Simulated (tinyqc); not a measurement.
Decay across the direct gap: complex band structure along [001] in sp3s* tight binding.

For k = (0, 0, kz) the phase sums are g0 = cos(phi) and g3 = i sin(phi), phi = kz a/4, and the s, pz, s* orbitals of anion (a) and cation (c) decouple from px, py. With z = exp(i phi), H(z) = H0 + z T + T^T/z for any complex z. H0 is diagonal (Esa, Epa, Exa, Esc, Epc, Exc). The anion-cation block is B(z) = z U + W/z and the cation-anion block z W^T + U^T/z, where U has Vss/2 (s,s), Vsapc/2 (s,z), -Vscpa/2 (z,s), Vxx/2 (z,z), Vxapc/2 (s*,z), -Vpaxc/2 (z,s*), and W has the same values with the s-z and s*-z signs reversed. |z| = 1 is a band state, |z| < 1 decays along [001] as exp(-kappa d) over a distance d, kappa = -(4/a) ln|z|. No spin-orbit coupling.

Constants: hbar^2/2m0 = 3.80998211 eV angstrom^2.

Values chosen for the exercise (out of a larger set: near a published set for GaAs, fitted to gaps, whose masses and valley positions are rough (light masses up to twice too heavy); not measured data): p = (-8.38, 1.045, -2.652, 3.658, 8.561, 6.698, -6.383, 1.956, 5.061, 4.465, 5.826, 4.88, 4.85) eV (order Esa, Epa, Esc, Epc, Exa, Exc, Vss, Vxx, Vxy, Vsapc, Vscpa, Vxapc, Vpaxc); a = 5.657 angstrom (lattice constant).

Ev = -0.00071 eV
EG (direct gap) = 1.48079 eV

masses of this model, from the curvature at Gamma (m0): m_lh 0.08443, m_e 0.11082

kappa of the imaginary branch at Gamma against three formulas: parabolic from the valence edge, sqrt(m_lh E/c); parabolic from the conduction edge, sqrt(m_e (EG - E)/c); two-band (Franz), sqrt(m E (1 - E/EG)/c) with m = 2 m_lh m_e/(m_lh + m_e). E from Ev; c = hbar^2/2m0.

kappa (1/angstrom):

| E/EG | E (eV) | tight binding | parabolic, valence | parabolic, conduction | two-band |
|---|---|---|---|---|---|
| 0.05 | 0.0740 | 0.0397 | 0.0405 | 0.2023 | 0.0421 |
| 0.15 | 0.2221 | 0.0656 | 0.0702 | 0.1913 | 0.0689 |
| 0.25 | 0.3702 | 0.0803 | 0.0906 | 0.1797 | 0.0836 |
| 0.35 | 0.5183 | 0.0895 | 0.1072 | 0.1673 | 0.0921 |
| 0.50 | 0.7404 | 0.0955 | 0.1281 | 0.1468 | 0.0965 |
| 0.65 | 0.9625 | 0.0930 | 0.1460 | 0.1228 | 0.0921 |
| 0.75 | 1.1106 | 0.0858 | 0.1569 | 0.1038 | 0.0836 |
| 0.85 | 1.2587 | 0.0720 | 0.1670 | 0.0804 | 0.0689 |
| 0.95 | 1.4068 | 0.0448 | 0.1766 | 0.0464 | 0.0421 |

The branch joins the light-hole and conduction bands and peaks, among these rows, at E/EG = 0.50 with kappa = 0.0955 1/angstrom. At mid-gap the parabola from the conduction edge is +54 % off and the two-band form +1.0 %; over 5 nm the parabola would misstate exp(-2 kappa d) by a factor 168.

tinyqc: `OMP_NUM_THREADS=1 python tinyqc.py 1482545 1482546 out.jsonl`; about 0.01 s, one thread, shared Intel(R) Xeon(R) Processor @ 2.30GHz.
